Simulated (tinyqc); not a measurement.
# Small-signal admittance of a forward-biased p+-n diode, step by step

Computed by the program tinyqc: `OMP_NUM_THREADS=1 python tinyqc.py 2890215 2890216 out.jsonl`, one thread of a shared Intel Xeon 2.30GHz, about 0.01 s for the whole run. Printed values are rounded.

Holes injected into a neutral base of width wb with an ohmic contact at its end; low injection, p0 far above the equilibrium density. A small voltage v exp(i w t), w = 2 pi f, modulates the edge density by p0 v/Vt, and the small-signal density obeys Dp d2p/dx2 = (1/tau + i w) p.

Values chosen for this exercise; permittivity close to that of gallium arsenide: temperature T = 275 K; relative permittivity eps_r = 12.9; donor density of the base Nd = 1e16 cm^-3; hole diffusion coefficient Dp = 6.8 cm^2/s; hole lifetime tau = 3e-7 s; width of the neutral base wb = 50 um; excess hole density at the junction edge p0 = 1.3e13 cm^-3; acceptor density of the p+ side Na = 5e18 cm^-3; signal frequency f = 5e5 Hz.

Constants: q = 1.602176634e-19 C, kB = 1.380649e-23 J/K, Vt = kB T/q, eps0 = 8.8541878128e-14 F/cm where lengths are in cm. Results are converted to the units shown.

## Closed-form admittance

L = sqrt(Dp tau); direct current J = (q Dp p0/L) coth(wb/L); k = sqrt(1 + i w tau)/L; diffusion admittance Y = (q Dp p0/Vt) k coth(k wb) = G + i w C_diff; junction capacitance C_j = sqrt(q eps0 eps_r Nd/(2 Vr)) in the depletion approximation, with the remaining barrier Vr = Vt ln(Na/p0), a rough value under forward bias; base-width modulation is left out.

L = 14.28286 um
J = 0.009934329 A/cm^2
k wb = 3.814110+1.514111i
Y = 0.4554906+0.1807609i S/cm^2
C_diff = 0.05753798 uF/cm^2
C_j = 0.05479440 uF/cm^2

G is 1.09 times its low-frequency value J/Vt, and C_diff is 1.05 times C_j.

## The same by finite differences

9 equal intervals, h = wb/9; u = small-signal density over its edge value, u_0 = 1, u_9 = 0; u_(i-1) + b u_i + u_(i+1) = 0 with b = -2 - h^2 (1/tau + i w)/Dp; Y = (q Dp p0/(Vt h)) (-b/2 - u_1), which includes the half box at the edge.

b = -2.151295-0.142592i
u, node 1 to 8: 0.6471886-0.1072775i  0.4075906-0.1385016i  0.2494084-0.1325609i  0.1478625-0.1111124i  0.0845313-0.0853906i  0.0461653-0.0605344i  0.0234156-0.0382540i  0.0096634-0.0184224i
Y on the mesh = 0.4609340+0.1921087i S/cm^2

Against the closed form the real part is 1.2 % above it and the imaginary part 6.3 % above it; |k h| = 0.46.
